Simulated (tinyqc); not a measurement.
# Charge-trap memory cell: what changes with what

Channel, tunnel oxide, storage layer, blocking layer, gate. N electrons per area sit in a sheet at the centroid and shift the threshold by U = (q/eps0) N (tb/eb + xc tn/en). EOT = t1 + 3.9 (tn/en + tb/eb); tunnel field F = (Vg - U)/EOT; dN/dt = eta (J/q)(1 - N/Nm). Fowler-Nordheim: J = A F^2 exp(-B/F), A = q^2/(16 pi^2 hbar mo phi) (times 1e14 for A/cm^2 with F in V/nm, emitter mass m0), B = (4/3) sqrt(mo/C) phi^1.5, C = hbar^2/(2 m0).

Inputs (values chosen for the exercise); oxide values close to those of silicon dioxide, storage layer close to silicon nitride, blocking layer close to silicon dioxide:
- phi = 3.08 eV (tunnel barrier)
- mo = 0.41 m0 (tunnelling mass)
- t1 = 4.2 nm (tunnel oxide (permittivity 3.9))
- tn = 7.3 nm (storage layer)
- en = 7.4 (its relative permittivity)
- tb = 5.2 nm (blocking layer)
- eb = 3.9 (its relative permittivity)
- xc = 0.59 (charge centroid, share of tn counted from the blocking side)
- eta = 0.81 (capture efficiency of an empty layer)
- Nm = 1.1e13 cm^-2 (trap density)
- Vg = 14.5 V (gate voltage less flat band and surface potential)

Constants: q = 1.602176634e-19 C, hbar = 1.054571817e-34 J s, m0 = 9.1093837015e-31 kg, eps0 = 8.8541878128e-14 F/cm where lengths are in cm, hbar^2/(2 m0) = 0.0380998212 eV nm^2. Results are converted to the units shown.

Each table varies one quantity; the others keep the values above.

## Effect of the gate voltage

After 1e-5 s. The rate equation is integrated from N = 0 to the digits shown; blocking field (3.9 F + q N/eps0)/eb.

Results:
```
Vg (V)      N/Nm    U (V)  F (V/nm)  blocking field (V/nm)
12.5    0.006367  0.02428    0.9418                 0.9450
13.4     0.03497   0.1333     1.001                  1.019
14.2      0.1090   0.4154     1.041                  1.096
15.1      0.2536   0.9668     1.067                  1.196
15.9      0.4092    1.560     1.082                  1.291
16.8      0.5873    2.239     1.099                  1.399
18.5      0.8771    3.344     1.144                  1.592
```

Estimate the missing row, Vg = 17.6 V.

Computed row:
```
Vg (V)    N/Nm  U (V)  F (V/nm)  blocking field (V/nm)
17.6    0.7355  2.804     1.117                  1.492
```

With this row back in the table: U rises from 0.0243 to 3.34 V; the slope between neighbouring rows is at most 0.755 and 0.600 between the last two rows. In the upper rows it falls short of the 1 of a floating gate because capture weakens as the traps fill (87.7 % in the last row); where little charge has entered in the time given, the slope is small in any case. The blocking field reaches 15.9 MV/cm, where electrons may escape to the gate, which the model leaves out.

## Threshold shift against programming time

Same model as above.

Threshold shift against programming time:
```
t (s)       N/Nm    U (V)  F (V/nm)  blocking field (V/nm)
6.7e-7   0.01757  0.06700     1.090                  1.098
3.7e-6   0.07704   0.2937     1.072                  1.112
2e-5      0.2187   0.8338     1.032                  1.143
0.00011   0.4060    1.548    0.9777                  1.185
0.00061   0.5861    2.234    0.9259                  1.225
0.0034    0.7430    2.833    0.8807                  1.260
0.018     0.8683    3.310    0.8447                  1.288
0.1       0.9615    3.666    0.8178                  1.309
0.56      0.9989    3.808    0.8071                  1.317
```

U rises from 0.0670 to 3.81 V, by 0.190 V a decade at the end. The traps are 99.9 % full, so filling caps the shift at 3.81 V. The blocking field reaches 13.2 MV/cm, where electrons may escape to the gate, which the model leaves out.

Range of the model: The Fowler-Nordheim form needs F t1 above phi; trap-assisted paths and leakage through the blocking layer are left out.

Numbers from tinyqc (`OMP_NUM_THREADS=1 python tinyqc.py 2130060 2130061 out.jsonl`; about 0.06 s on one thread of a shared Intel Xeon 2.30GHz).
